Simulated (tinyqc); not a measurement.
Inside a calculation. Model: thermal boundary conductance by the acoustic and diffuse mismatch models. Computed by tinyqc, a small Python program that keeps every step. Command: `OMP_NUM_THREADS=1 python tinyqc.py 3015372 3015373 out.jsonl kapitza walk`. One thread of a shared host (Intel(R) Xeon(R) Processor @ 2.30GHz), about 0.01 s of CPU time with the checks. Intermediate numbers are printed to about 5 digits and carried at full precision; extremes and crossings named in words are read from the listed rows.

Each side has one longitudinal and two transverse Debye branches, omega = v q up to q_D = (6 pi^2 n)^(1/3), with n counting all atoms. Scattering at the interface is elastic. Electrons are left out of G, also for metals. Melting is ignored. G refers to the temperatures of the phonons sent towards the interface. Linear branches over all atoms overstate G at high T, most for crystals with several atoms a cell.

Inputs (values chosen for the exercise, modelled on sapphire (side 1) and aluminium nitride (side 2)): density rho_1 = 3.99 g/cm^3; longitudinal velocity vL_1 = 11200 m/s; transverse velocity vT_1 = 6340 m/s; atom density n_1 = 118 1/nm^3; conductivity kappa_1 = 34 W/(m K); density rho_2 = 3.2 g/cm^3; longitudinal velocity vL_2 = 10900 m/s; transverse velocity vT_2 = 6340 m/s; atom density n_2 = 95.1 1/nm^3; conductivity kappa_2 = 308 W/(m K); temperature T = 50 K; thickness d_1 = 16 nm; thickness d_2 = 5800 nm; heat flux J = 0.12 kW/cm^2.

Structure: film on a substrate.

Constants: hbar = 1.054571817e-34 J s; k_B = 1.380649e-23 J/K.

## Cut-off frequencies and impedances

omega_c = v q_D for each branch, given as hbar omega_c/k_B; impedance Z = rho v.

Branches:
```
branch     v (m/s)  cut-off (K)  Z (1e6 kg/(m^2 s))
L, side 1    11200       1635.5             44.6880
T, side 1     6340        925.8             25.2966
L, side 2    10900       1481.3             34.8800
T, side 2     6340        861.6             20.2880
```

## Acoustic mismatch: transmission of each branch

No mode conversion. t(theta) = 4 Z_1 Z_2 cos(theta_1) cos(theta_2)/N^2, with N = Z_2 cos(theta_1) + Z_1 cos(theta_2) for L (the form for pressure waves) and N = Z_1 cos(theta_1) + Z_2 cos(theta_2) for both T branches (the form for shear waves polarised along the interface); sin(theta_2) = (v_2/v_1) sin(theta_1), and t = 0 beyond the critical angle arcsin(v_1/v_2); the mean over the incoming flux is alpha = 2 int t sin(theta_1) cos(theta_1) d theta_1 (64 Gauss-Legendre points).

Transmission:
```
branch  t at normal incidence  largest angle from side 1 (deg)  alpha, 1 to 2  alpha, 2 to 1
L                     0.98481                               90        0.96842        0.91724
T                     0.98793                               90        0.98793        0.98793
```

For L waves from side 1 no critical angle exists, and the mean 0.97 stays near the normal-incidence 0.98. For T waves from side 1 no critical angle exists, and the mean 0.99 stays near the normal-incidence 0.99.

## Diffuse mismatch: transmission at low frequency

A phonon forgets its side and branch: alpha(1 to 2) = S_2/(S_1 + S_2), S_i = 1/vL_i^2 + 2/vT_i^2.

S_1 = 5.7729e-08 s^2/m^2

S_2 = 5.8173e-08 s^2/m^2

diffuse alpha, 1 to 2 = 0.50192

## Boundary conductance

G = (k_B^4 T^3/(8 pi^2 hbar^3)) int W(x) x^4 e^x/(e^x - 1)^2 dx, x = hbar omega/(k_B T). Acoustic mismatch: W = sum over the three branches of alpha(1 to 2)/v_1^2, each up to the lower of its two cut-offs. Diffuse mismatch: W = S_1 S_2/(S_1 + S_2), where S_i sums 1/v^2 over the branches of side i still below their cut-off. Radiation limit: W = min(S_1, S_2). The integral is split at the four cut-offs (64 Gauss-Legendre points a piece, x at most 45). Boundary resistance R = 1/G and Kapitza length kappa_2/G use the diffuse value.

G, acoustic mismatch = 72.455 MW/(m^2 K)

G, diffuse mismatch = 36.912 MW/(m^2 K)

G, radiation limit = 73.541 MW/(m^2 K)

boundary resistance R = 27.091 m^2 K/GW

Kapitza length in side 2 = 8344.1 nm

The diffuse value is 0.51 times the acoustic one and 50 % of the radiation limit. Diffuse scattering lowers G here: it sends back a share of the phonons that specular transmission lets pass. Caution: kappa_2 is of room-temperature size, so the Kapitza length is only nominal at this T.

## Conductance against temperature

The formulas are those given above.

G (MW/(m^2 K)):
```
T (K)  acoustic mismatch  diffuse mismatch  radiation limit
2              0.0046377         0.0023626        0.0047072
5               0.072464          0.036916         0.073550
10               0.57971           0.29533          0.58840
20                4.6377            2.3626           4.7072
40                37.102            18.901           37.658
80                292.63            149.21           297.05
150               1446.5            744.42           1470.2
300               4047.4            2111.2           4126.5
600               6181.9            3243.2           6315.2
1000              6911.5            3630.8           7064.4
```

All three follow T^3 at the cold end (exponent 3.00 for the diffuse model) and flatten at high T (exponent 0.22 at the hot end); the lowest cut-off is 862 K. The ratio of diffuse to acoustic goes from 0.51 to 0.53. The plateau is set by the frequencies that both sides share.

## Temperature rise through the stack

In series: Delta T = J (d_1/kappa_1 + R + d_2/kappa_2), with bulk conductivities in the layers and one-dimensional flow.

temperature drops (K): film 5.6471e-04, interface 0.032510, substrate 0.022597

total rise Delta T = 0.055672 K

interface share of film plus interface = 0.98293

The interface takes the largest drop, 58 % of the total. Caution: the conductivities are of room-temperature size; at this T real values can differ much and free paths can be long. Caution: R from emitted-phonon temperatures is too large for use in series with Fourier layers, by up to a factor of about 2. Caution: layers this thin are often below the phonon free path, where bulk conductivities and independent interfaces no longer hold.

Checks made by the program: detailed balance alpha_12/v_1^2 = alpha_21/v_2^2 (relative difference below 1e-10); low-temperature limit G = pi^2 k_B^4 T^3 alpha S_1/(30 hbar^3) (relative difference below 1e-10).
